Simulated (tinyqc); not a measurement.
From results back to parameters: Wannier function of the lower band of a two-orbital chain. Three cases, with inputs chosen for the exercise.

Problem. A band E(k) = H0 + 2 H1 cos(ka) + 2 H2 cos(2ka) is known at k = 0, pi/2a and pi/a. The values come from hidden hoppings; c = hbar^2/2m0.

Constants: hbar^2/2m0 = 3.80998211 eV angstrom^2.

Case 1.

Values chosen: a = 3.8 angstrom (period).

E (eV): 0 -3.0920, pi/2a -1.6320, pi/a 0.0680

Case 2.

Values chosen: a = 4.3 angstrom (period).

E (eV): 0 -3.0060, pi/2a -2.6600, pi/a -1.5380

Case 3.

Values chosen: a = 3.6 angstrom (period).

E (eV): 0 -1.5870, pi/2a -0.7650, pi/a 0.2250

Find: H0, H1, H2; m0/m at k = 0.

Solution. H0 = (E0 + 2 E1 + E2)/4, H1 = (E0 - E2)/4, H2 = (E0 - 2 E1 + E2)/8; the curvature at k = 0 gives m0/m = -(H1 + 4 H2) a^2/c.

Case 1.

H0, H1, H2 (eV): -1.572  -0.790  0.030

m0/m at k = 0 = 2.539

Case 2.

H0, H1, H2 (eV): -2.466  -0.367  0.097

m0/m at k = 0 = -0.102

Case 3.

H0, H1, H2 (eV): -0.723  -0.453  0.021

m0/m at k = 0 = 1.255

Computed by tinyqc, one run a case: `OMP_NUM_THREADS=1 python tinyqc.py N N+1 out.jsonl` with N = 1480765, 1480778, 1480840; one thread of a shared Intel(R) Xeon(R) Processor @ 2.30GHz, about 0.2 s a run at most.
